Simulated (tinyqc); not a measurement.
Changing the central-cell range lambda: effective-mass impurity with a central-cell term, in a basis of Slater functions. Computed by tinyqc, a small Python program. Command: `OMP_NUM_THREADS=1 python tinyqc.py 3000716 3000717 out.jsonl centralcell sweep`. One thread of a shared host (Intel(R) Xeon(R) Processor @ 2.30GHz), about 0.01 s of CPU time with the checks.

The envelope obeys H = -nabla^2 - (2/r) [Z + A exp(-kappa r)] in effective units, with kappa = a*/lambda; positive A deepens the well near the core.

Inputs (values chosen for the exercise, with screening close to that of ZnSe):

| quantity | value | unit |
|---|---|---|
| effective mass m | 0.328 | m_0 |
| dielectric constant eps | 9.2 | - |
| charge Z of the core | 1 | - |
| central-cell strength A | 1.8 | - |

Impurity: acceptor, one isotropic band.

Constants: Ry = 13.605693123 eV; a_0 = 0.529177210903 angstrom.

Method:
- Units: Ry* = Ry m/eps^2 and a* = a_0 eps/m, with m in m_0.
- kappa = a*/lambda; the hydrogenic ground state is bound by Z^2 Ry*.
- For s functions exp(-zeta r), with s = zeta_i + zeta_j: S = 2/s^3, T = zeta_i zeta_j S, V = -2 Z/s^2, W = -2 A/(s + kappa)^2; each function is normalised by dividing by sqrt(S_ii S_jj).
- Large basis: zeta_i = 0.06 x 1.6^(i-1), i = 1..22, same formulas; for p functions r exp(-zeta r): S = 24/s^5, T = zeta_i zeta_j S (centrifugal term included), V = -12 Z/s^4, W = -12 A/(s + kappa)^4; overlap eigenvalues below 1e-11 are dropped.
- Binding energies are -E Ry*; the effective quantum number is nu = Z/sqrt(-E); |psi(0)|^2 is given relative to the hydrogenic Z^3/(pi a*^3).

One run for each value:

| central-cell range lambda (angstrom) | 1s binding energy (meV) | 2s binding energy (meV) | 2p binding energy (meV) | relative \|psi(0)\|^2 | kappa (1/a*) |
|---|---|---|---|---|---|
| 0.83 | 54.98 | 13.457 | 13.181 | 1.6888 | 17.883 |
| 1.00 | 56.01 | 13.578 | 13.182 | 1.9075 | 14.843 |
| 1.30 | 58.30 | 13.841 | 13.183 | 2.3712 | 11.418 |
| 1.60 | 61.24 | 14.161 | 13.185 | 2.9409 | 9.277 |
| 2.00 | 66.21 | 14.661 | 13.191 | 3.8664 | 7.421 |
| 2.60 | 75.81 | 15.501 | 13.206 | 5.5494 | 5.709 |
| 3.20 | 87.55 | 16.351 | 13.232 | 7.4116 | 4.638 |
| 4.00 | 105.23 | 17.366 | 13.288 | 9.8216 | 3.711 |

Over the rows, 1s binding energy (meV) rises from 55.0 to 105 (exponent d ln y / d ln x 0.099 between the first rows and 0.82 between the last); 2s binding energy (meV) rises from 13.5 to 17.4 (exponent d ln y / d ln x 0.048 between the first rows and 0.27 between the last); 2p binding energy (meV) rises from 13.18 to 13.29. To first order the 1s shift grows as lambda^2 while kappa = a*/lambda is large against 2 Z, and more slowly after; 2p vanishes at the core and moves far less.

Caution (rows 2.60, 3.20, 4.00): the density at the core is many times hydrogenic, so the result hangs on the model potential inside one cell, where the envelope picture is weak.
